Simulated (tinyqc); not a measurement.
Compensation sets the slope of the freeze-out: donors on two lattice sites with valley-orbit split states.

Each donor binds at most one electron, in any of its states. For a site s, W_s = sum over its states of g exp(E/kT), and the ionised share is 1/(1 + W_s exp(eta)), eta = (EF - Ec)/kT; n = Nc F_1/2(eta); neutrality n + NA = ND x (mean ionised share, the two sites in equal numbers); holes are neglected. Nc from N = 2 (m kB T/(4 pi c))^(3/2) with c = hbar^2/2m0, in 1/angstrom^3; times 1e24 for 1/cm^3, m = md. F_j(eta) = (1/Gamma(j + 1)) integral_0^infinity x^j dx/(1 + exp(x - eta)), which tends to exp(eta) for eta << 0.

Constants: hbar^2/2m0 = 3.80998211 eV angstrom^2; kB = 8.617333262e-05 eV/K.

Parameters, chosen for this exercise (near those of nitrogen in 4H-SiC; not measured data): md = 0.806 m0 (density-of-states mass of the conduction band); E = (62.6, 54.4, 119.6, 78.7) meV (binding energies of h ground, h excited, k ground, k excited); g = (2, 4, 2, 4) (their degeneracies with spin); ND = 1.8e+16 1/cm^3 (donors, half on each site).

NA = K ND. The slope energy is -d ln(n T^(-p))/d(1/kT) between 50 and 60 K, with p = 3/4 for K = 0 and p = 3/2 otherwise.

Results:
```
K,n(50 K) (1/cm^3),n(60 K) (1/cm^3),slope energy (meV)
0,4.57e+13,1.68e+14,30.06
0.0010,3.75e+13,1.59e+14,30.20
0.010,1.08e+13,9.93e+13,50.36
0.050,2.09e+12,2.77e+13,59.67
0.20,3.50e+11,4.76e+12,60.42
0.50,3.56e+08,1.52e+10,90.02
```

What can be read from this table?

Without acceptors the slope is 30.06 meV, against half the h-site ground-state energy, 31.30; with K = 0.05 it is 59.67 meV, against the full 62.6. The full energy (less a few meV where excited levels lie within a few kT) shows where n is far below NA, since the acceptors then hold EF near the donor level: n(60 K)/NA is 8.8 for K = 0.001 and 0.031 for K = 0.05; for K = 0.001 the sample is still in or near the uncompensated regime, where p = 3/2 is the wrong power, so that slope means little. At K = 0.5 the acceptors have taken as many electrons as there are h sites, EF sits between the two levels, and the slope is 90.0 meV against their mean of 91.1.

(tinyqc, `OMP_NUM_THREADS=1 python tinyqc.py 1650855 1650856 out.jsonl`, Intel(R) Xeon(R) Processor @ 2.30GHz, 1 thread, shared host, about 0.01 s.)
